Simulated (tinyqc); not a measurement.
Inside a calculation. Model: bandgap voltage reference from two bipolar transistors.

Numbers from tinyqc (`OMP_NUM_THREADS=1 python tinyqc.py 2062029 2062030 out.jsonl`; about 0.02 s on one thread of a shared Intel Xeon 2.30GHz). Printed values are rounded.

Two transistors of area 1 and N carry the same current I. Is(T) = Is (T/T0)^eta exp[(Vg0 q/kB)(1/T0 - 1/T)], VBE1 = Vt ln(I/Is(T)) + I rb, VBE2 = Vt ln(I/(N Is(T))) + I rb/N. The amplifier forces I R1(T) = VBE1 - VBE2 + Vos, with R(T) = R (1 + tc (T - T0)) for both resistors, and the output is Vref = VBE1 + I R2(T). Base currents and the Early effect are neglected.

Parameters, values chosen for the exercise; values of the order met in silicon bipolar transistors: reference temperature T0 = 300 K; band-gap voltage extrapolated to 0 K Vg0 = 1.165 V; temperature exponent of the saturation current eta = 4.3; saturation current of the unit transistor at T0 Is = 1e-18 A; area ratio of the second transistor N = 24; resistor across which the difference of VBE falls, at T0 R1 = 8.8 kohm; temperature coefficient of both resistors tc = 0 ppm/K; offset of the amplifier Vos = 0 mV; series resistance of the unit transistor rb = 67 ohm; output resistor at T0 R2 = 52.29 kohm; temperature T = 253 K.

Constants: q = 1.602176634e-19 C, kB = 1.380649e-23 J/K. Results are converted to the units shown.

## Operating point at the reference temperature

Vt = kB T/q; I = (Vt ln N + Vos)/(R1(T) - rb (1 - 1/N)). Evaluate at T = T0.

Vt = 0.0258520 V
I = 9.40488 uA
Is(T) = 1e-18 A
VBE1 = 0.772888 V
I R2 = 0.491781 V
Vref = 1.26467 V

## Operating point at another temperature

Vt = kB T/q; I = (Vt ln N + Vos)/(R1(T) - rb (1 - 1/N)).

Vt = 0.0218019 V
I = 7.93145 uA
Is(T) = 1.11186e-22 A
VBE1 = 0.846578 V
I R2 = 0.414735 V
Vref = 1.26131 V

From T0 to T, VBE1 changes by 73.7 mV and I R2 by -77.0 mV, which leaves -3.36 mV in Vref.

## Resistor for zero slope at T0, ideal case

With tc = 0, Vos = 0 and rb = 0 the current is proportional to T, dVBE/dT = (VBE - Vg0 - (eta - 1) Vt)/T, and Vref has zero slope at T0 when Vref = Vg0 + (eta - 1) Vt0. Find VBE1, its slope, that Vref, R2/R1 and the curvature d2Vref/dT2 = -(eta - 1) kB/(q T0).

VBE1 = 0.772068 V
dVBE/dT = -1.59415 mV/K
Vref = 1.25031 V
R2/R1 = 5.82095
curvature = -0.947907 uV/K^2
